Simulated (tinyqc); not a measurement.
Full result against the linear law: strain, valley repopulation and piezoresistance in a many-valley conduction band. Computed by tinyqc, a small Python program. Command: `OMP_NUM_THREADS=1 python tinyqc.py 3013686 3013687 out.jsonl valleys walk`. One thread of a shared host (Intel(R) Xeon(R) Processor @ 2.30GHz), about 0.02 s of CPU time with the checks.

Valleys are ellipsoids with mass m_l along the axis a and m_t across it, parabolic, with one constant relaxation time; strain shifts the valleys and leaves the masses alone. Currents are taken along [100], in the plane, and along [001], across the plane.

Inputs (values chosen for the exercise, for a model crystal):
```
quantity,value,unit
longitudinal mass m_l,0.996,m_0
transverse mass m_t,0.181,m_0
shear deformation potential Xi_u,9.1,eV
dilation deformation potential Xi_d,1.4,eV
C11,167,GPa
C12,58.7,GPa
C44,83.3,GPa
electron density n,1.7e+17,1/cm^3
relaxation time tau,200,fs
temperature T,100,K
```

Valley axes: <100> (6 valleys in 3 pairs). Load: biaxial in the (001) plane.

Constants: k_B = 8.617333262e-05 eV/K; m_0 = 9.1093837015e-31 kg; k_B = 1.380649e-23 J/K; hbar = 1.054571817e-34 J s; e = 1.602176634e-19 C.

Method:
- Each of the 6 valleys holds n_v = N_v (2/sqrt(pi)) F_1/2((E_F - dE_v)/(k_B T)), N_v = 2 (m_d k_B T/(2 pi hbar^2))^(3/2), m_d = (m_l m_t^2)^(1/3); E_F solves sum n_v = n and is counted from the unstrained edge.
- F_j(eta) = int_0^infinity x^j/(1 + exp(x - eta)) dx, without a gamma-function factor. It is evaluated after integrating by parts.
- Integrals over x = E/(k_B T) use 160 Gauss-Legendre points in u = sqrt(x) from 0 to sqrt(max(eta, 0) + 32).
- With eta_0 the reduced Fermi level without strain, r = F_-1/2(eta_0)/(2 F_1/2(eta_0)) (1 for a classical gas) and c = r (Xi_u/k_B T) (m_l - m_t)/(2 m_l + m_t): pi11 = -(2/3) c (S11 - S12), pi12 = -pi11/2, pi44 = 0, with S11 - S12 = 1/(C11 - C12).
- Compliances S11 = (C11 + C12)/((C11 - C12)(C11 + 2 C12)), S12 = -C12/((C11 - C12)(C11 + 2 C12)), S44 = 1/C44; stress sigma_xx = sigma_yy = X, all else 0; e_xx = S11 sigma_xx + S12 (sigma_yy + sigma_zz), e_xy = S44 sigma_xy/2 (tensor strain).
- Herring-Vogt shift of a valley with unit axis a: dE = Xi_d tr(e) + Xi_u a.e.a.
- Mobility tensor mu = e tau sum_v (n_v/n) [1/m_t + (1/m_l - 1/m_t) a a^T]; unstrained mu_0 = e tau (1/m_l + 2/m_t)/3; resistivity along d from the inverse tensor, rho_d = d.mu^-1.d/(n e), mobility along d = 1/(d.mu^-1.d); gauge pi_d = (rho_d/rho_0 - 1)/X.
- Linear theory: pi = pi11 + pi12 in the plane and 2 pi12 across it.

pi11 = -241.042 1e-11/Pa

pi12 = 120.521 1e-11/Pa

Resistance changes (%); at 2000 MPa the strain is near or above 1 %, where band warping, left out here, matters:
```
X (MPa),splitting (meV),largest share,first direction,linear,second direction,linear
-2000,168.05,0.50000,23.081,241.04,-27.28,-482.08
-1000,84.03,0.49999,23.079,120.52,-27.27,-241.04
-400,33.61,0.49491,22.219,48.21,-26.66,-96.42
-150,12.60,0.44755,14.747,18.08,-20.45,-36.16
-50,4.20,0.38208,5.803,6.03,-9.89,-12.05
50,4.20,0.44732,-6.026,-6.03,14.71,12.05
150,12.60,0.67953,-16.301,-18.08,63.81,36.16
400,33.61,0.95988,-26.062,-48.21,238.95,96.42
1000,84.03,0.99988,-27.272,-120.52,299.97,241.04
2000,168.05,1.00000,-27.276,-241.04,300.18,482.08
```

What does the comparison show, and why?

Along the first direction the linear law holds within 10 % for 3 of the 10 stresses, at -50.0, 50.0, 150 MPa. At the largest compression the full change is +23.1 % against the linear +241.0 %, at the largest tension -27.3 % against -241.0 %: once the splitting is comparable with k_B T (or E_F) the populations no longer follow it linearly, and the change must saturate when the upper valleys are empty.

Extremes, crossings and ranges named in words are read from the listed rows.
